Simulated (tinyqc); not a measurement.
Inside a calculation. Model: growth of a silicide layer between metal and silicon: linear-parabolic kinetics, ramp anneals and Kissinger analysis. Computed by tinyqc, a small Python program that keeps every step. Command: `OMP_NUM_THREADS=1 python tinyqc.py 3029427 3029428 out.jsonl silicide walk`. One thread of a shared host (Intel(R) Xeon(R) Processor @ 2.30GHz), about 0.1 s of CPU time with the checks. Intermediate numbers are printed to about 7 digits and carried at full precision; extremes and crossings named in words are read from the listed rows.

One compound layer of thickness x grows by diffusion through itself and reaction at an interface, dx/dt = 1/(2x/K + 1/v), until the metal is used up at x = a h.

Inputs (values chosen for the exercise, modelled on CoSi2):

| quantity | value | unit |
|---|---|---|
| metal thickness h | 4 | nm |
| silicide formed per metal thickness a | 3.52 | - |
| silicon consumed per metal thickness b | 3.64 | - |
| prefactor of the parabolic constant K | 4.2e+13 | nm^2/s |
| activation energy E of K | 2.29 | eV |
| prefactor of the interface velocity v | 4.2e+14 | nm/s |
| activation energy E_v | 2.52 | eV |
| temperature T | 605 | C |
| time t | 600 | s |
| ramp rate beta | 0.5 | C/s |
| silicide resistivity | 18 | micro-ohm cm |
| junction depth x_j | 39 | nm |

Constants: k_B = 8.617333262e-05 eV/K.

## Final thickness

The silicide ends at the thickness a h.

final thickness = 14.08 nm

## Geometry at full reaction

Silicon consumed b h, sheet resistance rho/(final thickness) with 1 micro-ohm cm/nm = 10 ohm; margin to the junction x_j - b h.

silicon consumed = 14.56 nm

sheet resistance = 12.78409 ohm/square

margin to the junction = 24.44 nm

The layer takes 37 % of the junction depth; its surface lies 0.48 nm below the original silicon surface. Caution: so thin a film has a resistivity above the bulk value and tends to agglomerate.

## Isothermal growth

K = K0 exp(-E/(k_B T)), v = v0 exp(-E_v/(k_B T)). Temperatures in kelvin are T(C) + 273.15. x^2/K + x/v = t, so x = (K/(2v)) [sqrt(1 + 4 v^2 t/K) - 1], capped at a h; completion time t_c = (a h)^2/K + a h/v, a h being the final thickness; crossover thickness K/v.

K = 3.025122 nm^2/s

v = 1.447948 nm/s

crossover thickness = 2.089247 nm

thickness at time t = 14.08 nm

completion time = 75.25747 s

The metal is used up. Diffusion makes up 87 % of the completion time. Caution: a disilicide really forms through metal-rich phases and by nucleation, not as one layer from the metal.

## Ramp anneal

Ramp from x = 0 at 100 C at the rate beta: dx/dT = (1/beta)/(2x/K + 1/v), integrated adaptively (tolerance 1e-9) until x = a h at T_f.

completion temperature T_f = 614.3584 C

## Kissinger analysis

Plot ln(beta/T_f^2) against 1/(k_B T_f), T_f in kelvin; minus the least-squares slope estimates the activation energy.

Ramps:

| beta (C/s) | T_f (C) | 1/(k_B T_f) (1/eV) | ln(beta/T_f^2) |
|---|---|---|---|
| 0.03 | 543.2107 | 14.21494 | -16.91627 |
| 0.1 | 572.2247 | 13.72707 | -15.78215 |
| 0.3 | 600.5425 | 13.28215 | -14.74943 |
| 1 | 633.8098 | 12.79496 | -13.62020 |
| 3 | 666.4210 | 12.35087 | -12.59223 |
| 10 | 704.9119 | 11.86481 | -11.46856 |
| 30 | 742.8327 | 11.42196 | -10.44603 |

Kissinger energy = 2.316523 eV

A thousandfold faster ramp raises the completion temperature by only 200 C. The fit gives 2.317 eV, against E = 2.29 eV for diffusion and E_v = 2.52 eV for the interface: it lies 12 % of the way from E to E_v, as both steps resist. Caution: nucleation and competing phases are left out; disilicides such as CoSi2 and the low-resistance form of TiSi2 start by nucleation and follow this law at best in part.

Checks made by the program: isothermal closed form against integration (relative difference below 1e-10).
